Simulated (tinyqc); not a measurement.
Stretching all distances: RHF, UHF, MP2, CISD and CCSD against full CI in the sto-6g basis, for H2, spin multiplicity 1. Computed by the program tinyqc with PySCF. Command: `OMP_NUM_THREADS=1 python tinyqc.py 111848 111849 out.jsonl`; one thread of a shared host (Intel(R) Xeon(R) Processor @ 2.60GHz), about 5 s.

Geometry (angstrom):
```
atom       x       y       z
H     0.0000  0.0000  0.0000
H     0.0000  0.0000  0.7080
```

All coordinates are multiplied by the scale. c0^2 is the weight of the RHF determinant in the lowest singlet FCI state (UHF is spin-contaminated and may lie near states of higher spin) and n(LUMO) the first natural occupation beyond the occupied space.

Full CI energy (hartree) and errors against it (kcal/mol):
```
scale  distance 1-2 (angstrom)    E(FCI)     RHF     UHF     MP2   CISD   CCSD  <S^2> UHF   c0^2  n(LUMO)
0.870                    0.616  -1.13078   9.876   9.876   3.265  0.000  0.000      0.000  0.992    0.016
1.040                    0.736  -1.14597  12.805  12.805   4.596  0.000  0.000      0.000  0.987    0.025
1.220                    0.864  -1.13462  16.755  16.755   6.484  0.000  0.000      0.000  0.980    0.039
1.400                    0.991  -1.11075  21.756  21.756   8.977  0.000  0.000      0.000  0.970    0.060
1.570                    1.112  -1.08410  27.605  27.605  11.987  0.000  0.000      0.000  0.956    0.089
1.740                    1.232  -1.05732  34.676  32.273  15.699  0.000  0.000      0.247  0.936    0.127
1.920                    1.359  -1.03118  43.564  30.665  20.403  0.000  0.000      0.512  0.910    0.180
2.090                    1.480  -1.00981  53.243  26.128  25.482  0.000  0.000      0.676  0.879    0.242
2.270                    1.607  -0.99121  64.662  20.465  31.296  0.000  0.000      0.790  0.841    0.319
```

UHF parts from RHF first at scale 1.74 of those listed, where <S^2> leaves zero. The weight c0^2 goes from 0.99 to 0.84 and n(LUMO) from 0.02 to 0.32: static correlation grows as the bonds break into open-shell fragments. The spread of the error along the curve, which distorts its shape, is CISD 0.0, CCSD 0.0, UHF 22.4, MP2 28.0, RHF 54.8 kcal/mol. With two electrons CISD and CCSD are exact.
